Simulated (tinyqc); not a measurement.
Plane-wave Kohn-Sham cycle with exchange-only LDA in a layered model solid, step by step. Computed by tinyqc, a small Python program that keeps every step. Settings: points = 16, plane-wave index or count = 2, electrons = 4, k points = 3, area = 23.0, mixing = 1.0, iteration cap = 69, Pulay depth = 5. Command: `OMP_NUM_THREADS=1 python tinyqc.py 27210 27211 out.jsonl` (the two numbers bound the seeds that draw the settings). One thread of a shared host (Intel(R) Xeon(R) Processor @ 2.60GHz), about 0.01 s of CPU time with the checks. Later iterations appear only in the table of the cycle.

## Iteration 1: potential

A solid whose potential varies along x alone (atomic units):
```
parameter                      value
period a                    9.100000
cross-section of the cell  23.000000
electrons per cell                 4
grid points                       16
plane waves -n..n, n               2
k points                           3
V1 in V1 cos(2 pi x/a)     -0.270000
```

density at the start, on the grid x_j = j a/N (e/bohr^3): [0.0191113, 0.0191113, 0.0191113, 0.0191113, 0.0191113, 0.0191113, 0.0191113, 0.0191113, 0.0191113, 0.0191113, 0.0191113, 0.0191113, 0.0191113, 0.0191113, 0.0191113, 0.0191113]

V_H(G) = 4 pi rho(G)/G^2 for G != 0 (uniform background); v_x = -(3 rho/pi)^(1/3); V = V_ext + V_H + v_x; Fourier components f(G_m) = (1/N) sum_j f(x_j) exp(-i G_m x_j).

Potentials on the grid (hartree):
```
x           V_ext      V_H       v_x         V
0.00000  -0.27000  0.00000  -0.26328  -0.53328
0.56875  -0.24945  0.00000  -0.26328  -0.51273
1.13750  -0.19092  0.00000  -0.26328  -0.45420
1.70625  -0.10332  0.00000  -0.26328  -0.36661
2.27500         0  0.00000  -0.26328  -0.26328
2.84375   0.10332  0.00000  -0.26328  -0.15996
3.41250   0.19092  0.00000  -0.26328  -0.07236
3.98125   0.24945  0.00000  -0.26328  -0.01383
4.55000   0.27000  0.00000  -0.26328   0.00672
5.11875   0.24945  0.00000  -0.26328  -0.01383
5.68750   0.19092  0.00000  -0.26328  -0.07236
6.25625   0.10332  0.00000  -0.26328  -0.15996
6.82500         0  0.00000  -0.26328  -0.26328
7.39375  -0.10332  0.00000  -0.26328  -0.36661
7.96250  -0.19092  0.00000  -0.26328  -0.45420
8.53125  -0.24945  0.00000  -0.26328  -0.51273
```

V(G_m), m = 0, 1, 2, ... (hartree): [-0.26328, -0.13500, 0.00000, 0.00000, 0.00000]

## Iteration 1: Hamiltonian at one k

k = 0.00000 2 pi / a

H(m,m') = (k + G_m)^2/2 delta + V(G_m - G_m'), with V(-G) = V(G).

H (hartree), order -2, -1, +0, +1, +2:
$$\begin{pmatrix}
0.69019 & -0.13500 & 0.00000 & 0.00000 & 0.00000 \\
-0.13500 & -0.02491 & -0.13500 & 0.00000 & 0.00000 \\
0.00000 & -0.13500 & -0.26328 & -0.13500 & 0.00000 \\
0.00000 & 0.00000 & -0.13500 & -0.02491 & -0.13500 \\
0.00000 & 0.00000 & 0.00000 & -0.13500 & 0.69019
\end{pmatrix}$$

## Iteration 1: levels at that k

Diagonalise the Hermitian matrix.

eigenvalues (hartree): [-0.37331, -0.04955, 0.05922, 0.71483, 0.71608]

## Iteration 1: new density

Motion across x is left out: the lowest 2 band(s) hold two electrons at each of the k points (j + 1/2)/nk - 1/2. Residual R = rho(out) - rho(in); rho(new) = rho(in) + 1 R. rho(out) = 2/(a A nk) sum |psi|^2 with psi = sum c exp(i G x). Harris energy E = band energy - dV sum rho (V_H/2 + v_x) + (3/4) dV sum rho v_x with rho(in), dV = a A/N, band energy = (2/nk) sum of the filled levels.

rho(out) (e/bohr^3): [0.0270124, 0.0280728, 0.0293599, 0.0275853, 0.0219966, 0.0149341, 0.0091687, 0.0058531, 0.0048278, 0.0058531, 0.0091687, 0.0149341, 0.0219966, 0.0275853, 0.0293599, 0.0280728]

density after iteration 1 (e/bohr^3): [0.0270124, 0.0280728, 0.0293599, 0.0275853, 0.0219966, 0.0149341, 0.0091687, 0.0058531, 0.0048278, 0.0058531, 0.0091687, 0.0149341, 0.0219966, 0.0275853, 0.0293599, 0.0280728]

energy per cell = -0.6503083 hartree

## Iteration 2: potential

As before.

Potentials on the grid (hartree):
```
x           V_ext       V_H       v_x         V
0.00000  -0.27000   0.30942  -0.29547  -0.25604
0.56875  -0.24945   0.29297  -0.29929  -0.25576
1.13750  -0.19092   0.23998  -0.30379  -0.25473
1.70625  -0.10332   0.14642  -0.29754  -0.25445
2.27500         0   0.01977  -0.27592  -0.25615
2.84375   0.10332  -0.11811  -0.24250  -0.25729
3.41250   0.19092  -0.23948  -0.20611  -0.25466
3.98125   0.24945  -0.32128  -0.17747  -0.24930
4.55000   0.27000  -0.34997  -0.16643  -0.24641
5.11875   0.24945  -0.32128  -0.17747  -0.24930
5.68750   0.19092  -0.23948  -0.20611  -0.25466
6.25625   0.10332  -0.11811  -0.24250  -0.25729
6.82500         0   0.01977  -0.27592  -0.25615
7.39375  -0.10332   0.14642  -0.29754  -0.25445
7.96250  -0.19092   0.23998  -0.30379  -0.25473
8.53125  -0.24945   0.29297  -0.29929  -0.25576
```

V(G_m), m = 0, 1, 2, ... (hartree): [-0.25420, -0.00122, 0.00120, -0.00123, 0.00025]

## Iteration 2: Hamiltonian at one k

k = 0.00000 2 pi / a

As before.

H (hartree), order -2, -1, +0, +1, +2:
$$\begin{pmatrix}
0.69927 & -0.00122 & 0.00120 & -0.00123 & 0.00025 \\
-0.00122 & -0.01583 & -0.00122 & 0.00120 & -0.00123 \\
0.00120 & -0.00122 & -0.25420 & -0.00122 & 0.00120 \\
-0.00123 & 0.00120 & -0.00122 & -0.01583 & -0.00122 \\
0.00025 & -0.00123 & 0.00120 & -0.00122 & 0.69927
\end{pmatrix}$$

## Iteration 2: levels at that k

As before.

eigenvalues (hartree): [-0.25421, -0.01703, -0.01462, 0.69902, 0.69954]

## Iteration 2: new density

B (overlaps of the stored error matrices):
$$\begin{pmatrix}
1.3815635e-03 & -1.2885289e-03 \\
-1.2885289e-03 & 1.2819835e-03
\end{pmatrix}$$

Motion across x is left out: the lowest 2 band(s) hold two electrons at each of the k points (j + 1/2)/nk - 1/2. Residual R = rho(out) - rho(in); rho(new) = rho(in) + 1 R; Pulay mixing then takes sum c_i of the stored mixed densities, with c from B_ij = sum R_i R_j as in DIIS. rho(out) = 2/(a A nk) sum |psi|^2 with psi = sum c exp(i G x). Harris energy E = band energy - dV sum rho (V_H/2 + v_x) + (3/4) dV sum rho v_x with rho(in), dV = a A/N, band energy = (2/nk) sum of the filled levels.

rho(out) (e/bohr^3): [0.0159705, 0.0169147, 0.0191951, 0.0214727, 0.0223968, 0.0213961, 0.0190275, 0.0166617, 0.0156815, 0.0166617, 0.0190275, 0.0213961, 0.0223968, 0.0214727, 0.0191951, 0.0169147]

DIIS coefficients: [0.49050, 0.50950]

density after iteration 2 (e/bohr^3): [0.0213866, 0.0223877, 0.0241809, 0.0244709, 0.0222005, 0.0182265, 0.0141917, 0.0113601, 0.0103578, 0.0113601, 0.0141917, 0.0182265, 0.0222005, 0.0244709, 0.0241809, 0.0223877]

energy per cell = -0.6293953 hartree

## Convergence

Stop when sqrt(dV sum R^2) is below 1e-8, dV = a A/N.

Course of the cycle:
```
iteration  E (hartree)  norm of the residual
1           -0.6503083              1.34e-01
2           -0.6293953              1.29e-01
3           -0.5511580              1.05e-02
4           -0.5506339              1.45e-03
5           -0.5506241              1.54e-04
6           -0.5506240              9.11e-06
7           -0.5506240              1.06e-08
8           -0.5506240              3.51e-09
```

Converged in 8 iterations. Before convergence this energy mixes input and output and is not variational, so it may rise towards its limit.
